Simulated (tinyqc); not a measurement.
# Barrier and mass from two Fowler-Nordheim currents

Question. Fowler-Nordheim tunnelling through a dielectric follows J = A F^2 exp(-B/F), A = q^2 me/(16 pi^2 hbar m1 phi1) (A/V^2 with phi1 in volts), B = (4/3) sqrt(m1/C) phi1^1.5 (V/nm), C = hbar^2/(2 m0). Find B, A, phi1 and m1.

Values chosen for this exercise: emitter mass in the supply function me = 1 m0.

Constants: q = 1.602176634e-19 C, hbar = 1.054571817e-34 J s, m0 = 9.1093837015e-31 kg, hbar^2/(2 m0) = 0.0380998212 eV nm^2. Results are converted to the units shown.

J at F = 0.88 and 1.5 V/nm (A/cm^2): 6.9894794e-5  19.901339

Solution. The slope of ln(J/F^2) against 1/F is -B and the intercept gives A. A fixes the product m1 phi1, and B = (4/3) phi1 sqrt(m1 phi1/C) then gives phi1.

B = 24.47 V/nm
A = 1.074e-6 A/V^2
phi1 = 2.990 eV
m1 = 0.4800 m0

Computed by the program tinyqc: `OMP_NUM_THREADS=1 python tinyqc.py 2540109 2540110 out.jsonl`, one thread of a shared Intel Xeon 2.30GHz, about 0.05 s for the whole run.
